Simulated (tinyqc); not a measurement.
One level coupled to a phonon between two leads, self-consistent Born approximation: current against bias.

Wide-band leads with mu_L = +V/2 and mu_R = -V/2; phonons in equilibrium, Nq = 1/(exp(w0/kB T) - 1). Scattering links only energies that differ by w0, so a ladder E_k = E1 + k w0 closes on itself; terms that reach past its ends are dropped. Gn and Gp are the electron and hole parts of the spectral function A = Gn + Gp.

|G|^2 = 1/[(E - ed)^2 + (GL + GR + Sin + Sout)^2/4], Gn = |G|^2 (GL fL + GR fR + Sin), Gp = |G|^2 (GL (1 - fL) + GR (1 - fR) + Sout), f = 1/(1 + exp((E - mu)/kB T)). Sin(E) = M^2 [(Nq + 1) Gn(E + w0) + Nq Gn(E - w0)], Sout(E) = M^2 [(Nq + 1) Gp(E - w0) + Nq Gp(E + w0)]. Spectral currents into the level: iL = GL [fL Gp - (1 - fL) Gn], iR = GR [fR Gp - (1 - fR) Gn]. Here E - ed is replaced by E - ed - R(E), with the real part R(E) = (1/2 pi) P int [Sin + Sout](y) dy/(E - y). The total for one spin is I = (q/h) times the integral of iL over all E (all ladders, each long enough that its ends do not matter); the power given to phonons is (1/h) times the integral of E (iL + iR).

Inputs (values chosen for the exercise):
```
symbol,value,unit,meaning
T,300,K,temperature of leads and phonons
w0,120,meV,phonon energy
ed,-47,meV,level
GL,39,meV,coupling to the left lead
GR,28,meV,coupling to the right lead
M,54,meV,electron-phonon matrix element
```

Constants: q = 1.602176634e-19 C, kB = 1.380649e-23 J/K, h = 6.62607015e-34 J s, Vt = kB T/q. Results are converted to the units shown.

Result of one run:

| I (uA) | I without phonons (uA) | ratio of the two | power to phonons (nW) | share of I V (%) |
|---|---|---|---|---|
| 0.7494 | 0.7361 | 1.018 | 1.147 | 3.189 |

Which bias V gave this result: 48, 216, 468 or 552 mV?

V = 48 mV.

The whole series:

| V (mV) | I (uA) | I without phonons (uA) | ratio of the two | power to phonons (nW) | share of I V (%) |
|---|---|---|---|---|---|
| 48 | 0.7494 | 0.7361 | 1.018 | 1.147 | 3.189 |
| 132 | 1.862 | 1.938 | 0.9610 | 12.49 | 5.080 |
| 216 | 2.604 | 2.786 | 0.9349 | 37.72 | 6.705 |
| 300 | 3.051 | 3.234 | 0.9433 | 65.31 | 7.136 |
| 384 | 3.328 | 3.453 | 0.9638 | 88.30 | 6.910 |
| 468 | 3.501 | 3.570 | 0.9808 | 102.8 | 6.277 |
| 552 | 3.605 | 3.641 | 0.9902 | 110.2 | 5.538 |
| 636 | 3.670 | 3.689 | 0.9949 | 113.8 | 4.874 |
| 720 | 3.714 | 3.724 | 0.9972 | 115.4 | 4.315 |

I rises from 0.749 to 3.71 uA; its ratio to the current without phonons goes from 1.02 through a minimum of 0.935 (at V = 216 mV among the rows listed) to 0.997, and the share of I V given to phonons goes from 3.19 through a maximum of 7.14 (at V = 300 mV among the rows listed) to 4.32 %. Emission at zero temperature needs V above w0 = 120 mV; the rest of I V is released in the leads.

Range of the model: The self-consistent Born approximation keeps only non-crossing phonon lines and no Hartree shift; it is rough once the coupling nears the phonon energy.

Numbers from tinyqc (`OMP_NUM_THREADS=1 python tinyqc.py 2720010 2720011 out.jsonl`; about 0.09 s on one thread of a shared Intel Xeon 2.30GHz).
